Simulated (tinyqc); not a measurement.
Electromigration in a confined line: Blech product, Korhonen stress evolution and Black's law: one step, computed by the program tinyqc.

The electron wind pushes atoms from the cathode (x = 0) to the anode (x = L); blocking ends build a back stress (tension positive). The input rho is taken not to change with temperature. d sigma/dt = d/dx [kappa (d sigma/dx + G)], with zero flux at both ends and sigma = 0 at t = 0.

Question. Stress along the line. sigma(x, t) = G L [1/2 - x/L - 4 sum_(m odd) cos(m pi x/L) exp(-m^2 pi^2 s)/(m pi)^2], s = t/tau, summed to m = 399. Steady state: G L (1/2 - x/L). Take x/L = 0, 0.1, 0.2, 0.3, 0.4, 0.6, 0.8 and 1.

Inputs (values chosen for the exercise, close to those used for cobalt lines):
```
quantity,value,unit
critical stress sigma_c,310,MPa
line length L,140,um
test temperature T,240,C
"time as a fraction of L^2/kappa, s",0.062,-
```

Start: stress-free.

stress gradient G = 42.39359 MPa/um

Give: Stress (MPa).

Answer.

Stress (MPa):
```
x/L,at time s,steady state
0.0,1662,2968
0.1,1133,2374
0.2,726,1781
0.3,421,1187
0.4,191,594
0.6,-191,-594
0.8,-726,-1781
1.0,-1662,-2968
```

Caution: stresses above sigma_c are formal, since a void forms first.
